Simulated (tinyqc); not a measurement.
Epitaxial growth on a vicinal surface: Burton-Cabrera-Frank step flow, step-edge barrier and island nucleation: one step, computed by the program tinyqc. Command: `OMP_NUM_THREADS=1 python tinyqc.py 3000223 3000224 out.jsonl stepflow walk`. One thread of a shared host (Intel(R) Xeon(R) Processor @ 2.30GHz), about 0.04 s of CPU time with the checks.

Adatoms land at rate F, hop on a square grid (a simplification for hexagonal faces), desorb, or join steps. Lengths are in units of a and n is the adatom coverage. Steps ascend at x = 0 and descend at x = l.

Question. Scales. D = nu exp(-E_d/(k_B T)) (a^2/s, nu counted per direction); tau = exp(E_a/(k_B T))/nu; x_s = sqrt(D tau); n_eq = exp(-E_f/(k_B T)); terrace width l = h/(a tan(miscut)); Schwoebel length l_s = exp(E_s/(k_B T)) - 1. Temperatures in kelvin are T(C) + 273.15.

Inputs (values chosen for the exercise, close to those used for GaN(0001)): site spacing a = 3.19 angstrom; step height h = 2.59 angstrom; diffusion barrier E_d = 1.25 eV; desorption energy E_a = 2.87 eV; adatom formation energy E_f = 1.26 eV; step-edge barrier E_s = 0.061 eV; attempt frequency nu = 5 THz; miscut angle = 0.5 degrees; temperature T = 1000 C.

Constants: k_B = 8.617333262e-05 eV/K.

Give: D; lifetime tau; diffusion length x_s; equilibrium coverage n_eq; terrace width l; Schwoebel length l_s.

Answer.

D = 5.634e+07 a^2/s

lifetime tau = 0.04592 s

diffusion length x_s = 1608 a

equilibrium coverage n_eq = 1.029e-05

terrace width l = 93.04 a

Schwoebel length l_s = 0.7437 a

l/x_s = 0.0578: nearly every adatom reaches a step.
